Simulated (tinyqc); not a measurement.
# Changing the temperature T

Model: Schottky barrier with interface states (Cowley-Sze model), image lowering and contact resistance. Computed by tinyqc, a small Python program. Command: `OMP_NUM_THREADS=1 python tinyqc.py 3010593 3010594 out.jsonl pinning sweep`. One thread of a shared host (Intel(R) Xeon(R) Processor @ 2.30GHz), about 0.02 s of CPU time with the checks.

An n-type semiconductor under a metal. The barrier lies between the Schottky-Mott limit phi_M - chi and the Bardeen limit E_g - E_n, E_n being the neutrality level of the interface states; the space-charge term of the full Cowley-Sze expression is left out.

Inputs (values chosen for the exercise, with gap, mass and screening modelled on CdS): gap E_g = 2.47 eV; electron affinity chi = 4.34 eV; metal work function phi_M = 5.36 eV; neutrality level E_n above the valence band = 1.1 eV; interface-state density D = 1.9e+14 cm^-2 eV^-1; dipole layer thickness delta = 0.54 nm; dipole layer constant eps_i = 4; dielectric constant eps_s = 8.66; electron mass m_e = 0.203 m_0; valleys M_c = 1; donor density N = 5e+16 cm^-3; reverse bias V_r = 2.4 V.

Pinning factor from: interface states.

Constants: e = 1.602176634e-19 C; eps_0 = 8.8541878128e-12 F/m; k_B = 8.617333262e-05 eV/K; m_0 = 9.1093837015e-31 kg; k_B = 1.380649e-23 J/K; h = 6.62607015e-34 J s; hbar = 1.054571817e-34 J s.

Method:
- S = 1/(1 + e^2 D delta/(eps_i eps_0)); for D per eV, e^2 D is the number e x D in SI units, with 1 cm^-2 = 1e4 m^-2.
- phi_B = S (phi_M - chi) + (1 - S)(E_g - E_n); the hole barrier is E_g - phi_B.
- N_c = 2 M_c (2 pi m_e k_B T/h^2)^(3/2); xi = E_c - E_F solves N = N_c F_1/2(-xi/k_B T) (bisection; full ionisation).
- F_1/2(eta) = (2/sqrt(pi)) int_0^infinity sqrt(x)/(1 + exp(x - eta)) dx, by the trapezoid rule in t = sqrt(x) with step 0.02 up to t = 12 (for eta < -12 by exp(eta) - exp(2 eta)/2^(3/2)).
- V_bi = phi_B - xi; W = sqrt(2 eps_s eps_0 (V_bi + V_r - k_B T/e)/(e N)); field at the metal E_m = e N W/(eps_s eps_0); image lowering sqrt(e E_m/(4 pi eps_s eps_0)).
- A* = 4 pi e m_e M_c k_B^2/h^3 (a simple valley count); J_s = A* T^2 exp(-phi/k_B T).
- J_0 uses phi_B; the reverse current uses phi_B less the image lowering, times 1 - exp(-V_r/k_B T).
- E_00 = (e hbar/2) sqrt(N/(m_e eps_s eps_0)), E_0 = E_00 coth(E_00/k_B T); scaling form of the contact resistivity rho_c = (k_B/(e A* T)) exp(phi_B/E_0), which is the thermionic result when E_00 << k_B T and keeps only the leading exponential of tunnelling when E_00 >> k_B T; image lowering is left out of it.

One run for each value:
```
temperature T (K)  J_0 (A/cm^2)  contact resistivity rho_c (ohm cm^2)  E_00/k_B T
200                   1.072e-27                             7.051e+24      0.1817
250                   6.545e-21                             2.154e+18      0.1453
300                   2.338e-16                             8.647e+13      0.1211
350                   4.382e-13                             5.894e+10      0.1038
400                   1.294e-10                             2.401e+08      0.0908
450                   1.110e-08                             3.248e+06      0.0807
500                   3.996e-07                             1.022e+05      0.0727
```

What does the table show, and why?

Over the rows, J_0 (A/cm^2) rises from 1.07e-27 to 4.00e-7 (exponent d ln y / d ln x 70 between the first rows and 34 between the last); contact resistivity rho_c (ohm cm^2) falls from 7.05e24 to 102000 (exponent d ln y / d ln x -67 between the first rows and -33 between the last); E_00/k_B T falls from 0.182 to 0.0727 (exponent d ln y / d ln x about -1.00 throughout). A Richardson plot, ln(J_0/T^2) against 1/(k_B T), has slope -1.3080 eV, minus the barrier.

Caution (rows 200, 250): so small an emission current is nominal: generation, tunnelling and edge leakage set the real one.
